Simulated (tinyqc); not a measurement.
Thermal stress, cracking, delamination and buckling of a thin film; Griffith cracks and misfitting inclusions. From radial stress at the wall s0 back to film expansion alpha_f. Computed by tinyqc, a small Python program. Command: `OMP_NUM_THREADS=1 python tinyqc.py 3000636 3000637 out.jsonl filmcrack inv`. One thread of a shared host (Intel(R) Xeon(R) Processor @ 2.30GHz), about 0.01 s of CPU time with the checks.

Isotropic linear elasticity; the substrate is much thicker than the film; stress is positive in tension.

Inputs (values chosen for the exercise, modelled on a silicon nitride film on silicon):
```
quantity                       value        unit
film Young's modulus E           250         GPa
film Poisson ratio nu           0.24           -
substrate expansion alpha_s      3.4      1e-6/K
deposition temperature T_d       850           K
final temperature T              300           K
intrinsic stress                -140         MPa
film thickness h                 1.8  micrometre
substrate Young's modulus E_s    138         GPa
substrate Poisson ratio nu_s    0.22           -
inclusion radius R              0.35  micrometre
```

Inclusion: sphere.

Method. Thermal strain = (alpha_f - alpha_s)(T_d - T); stress = E/(1 - nu) x strain + intrinsic stress; plane-strain modulus Ebar = E/(1 - nu^2); G0 = stress^2 h/(2 Ebar) is the energy freed per area when a long strip loses its stress across its width. Film material fills a sphere of radius R in the substrate, with the misfit e = thermal strain (it wants to shrink if e > 0). Radial stress at the wall s0 = e/[(1 - 2 nu)/E + (1 + nu_s)/(2 E_s)]; inside it is uniform and hydrostatic; outside s_rr = s0 (R/r)^3, s_tt = -s_rr/2. Keep-out radius: where |s_rr| falls to 10 MPa (R if it is lower at the wall).

Task: A run gave the result below. Find the film expansion alpha_f, known to lie between 1.8 and 4 1e-6/K.

radial stress at the wall s0 = -31.56013 MPa

Result:

Each step takes the trial c = (a f_b - b f_a)/(f_b - f_a), f being the result less the target and a, b, c the logarithms of the listed values; c replaces end b, the old b replaces a if the sign of f changed, and otherwise f_a is halved.

Scan of the range:
```
film expansion alpha_f (1e-6/K)  radial stress at the wall s0 (MPa)
1.80                                                       -135.379
2.06                                                       -113.380
2.35                                                        -88.842
2.68                                                        -60.920
3.07                                                        -27.922
3.50                                                          8.461
4.00                                                         50.767
```

False position (Illinois rule, in the logarithm of the input) inside the bracket:
```
step    end a    end b    trial  radial stress at the wall s0 (MPa)
1     2.68000  3.07000  3.02436                            -31.7839
2     3.07000  3.02436  3.02698                            -31.5617
3     3.07000  3.02698  3.02702                            -31.5586
4     3.02698  3.02702  3.02700                            -31.5601
```

Radial stress at the wall s0 rises at every point of a 13-point scan of the range (every second point is shown), so one value fits; it is bracketed by 2.68 and 3.07. The scan shows a straight line, so linear interpolation between any two rows gives the answer at once. Answer: film expansion alpha_f = 3.027 1e-6/K.
